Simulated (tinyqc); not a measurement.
## Junction parameters from two forward currents

Question. D(v) = J1 (exp(v/Vt) - 1) + J2 (exp(v/(2 Vt)) - 1). Find J1, J2 and the voltage 2 Vt ln(J2/J1) near which both parts are equal.

Inputs (values chosen for the exercise):
```
symbol,value,unit,meaning
T,300,K,temperature
```

Constants: q = 1.602176634e-19 C, kB = 1.380649e-23 J/K, Vt = kB T/q. Results are converted to the units shown.

junction voltages (V): 0.26  0.7
currents (uA/um): 1.4457980e-5  1.1640555

Answer. The current is linear in J1 and J2, so two points give two equations.

J1 = 1.900e-12 uA/um
J2 = 9.500e-8 uA/um
crossover = 0.5594 V

Program tinyqc, `OMP_NUM_THREADS=1 python tinyqc.py 2182033 2182034 out.jsonl`; Intel Xeon 2.30GHz, shared host, one thread, about 0.2 s.
